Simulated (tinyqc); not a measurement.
## Surface concentration from sheet resistance and junction depth

Problem. A p-type layer has N(x) = N0 erfc(x/Ld), erfc(xj/Ld) = Nb/N0, N0 below Ns. Active dopant A = min(N, Ns); p solves p (p + Nb)/(A - Nb - p) = K, K = (NB/gd) exp(-E/Vt), E = max(Ei - ks A^(1/3), 0), so p = 2 K (A - Nb)/[Nb + K + sqrt((Nb + K)^2 + 4 K (A - Nb))]; mobility mu = m1 + (m2 (T/300 K)^(-bt) - m1)/(1 + ((A + Nb)/Nr)^am). 1/Rs = q times the integral of p mu from 0 to xj. Find N0, Ld and the dose down to xj.

Inputs (values chosen for the exercise):
```
symbol    value        unit                                 meaning
T           250           K                             temperature
Nb       1.8e16       cm^-3  background doping of the opposite type
m1         2.96  cm^2/(V s)           mobility limit at high doping
m2          166  cm^2/(V s)  mobility limit at low doping, at 300 K
Nr      2.89e17       cm^-3    reference doping of the mobility law
am        0.595                        exponent of the mobility law
bt          2.1                          temperature exponent of m2
Ns      5.14e19       cm^-3       solubility limit of active dopant
NB      3.55e19       cm^-3     valence-band density of states at T
Ei        0.171          eV   ionisation energy in the dilute limit
gd            4                      degeneracy factor of the level
ks         4e-8       eV cm              lowering of Ei per N^(1/3)
```

Constants: q = 1.602176634e-19 C, kB = 1.380649e-23 J/K, Vt = kB T/q. Results are converted to the units shown.

Rs = 72297.303 ohm/square
xj = 85.736236 nm

Solution. For a given shape and background, Rs xj depends on N0 alone and falls as N0 rises (an Irvin curve), so it fixes N0; xj then gives Ld.

N0 = 5.800e18 cm^-3
Ld = 41.00 nm
dose = 1.340e13 cm^-2

Program tinyqc, `OMP_NUM_THREADS=1 python tinyqc.py 2110068 2110069 out.jsonl`; Intel Xeon 2.30GHz, shared host, one thread, about 0.01 s.
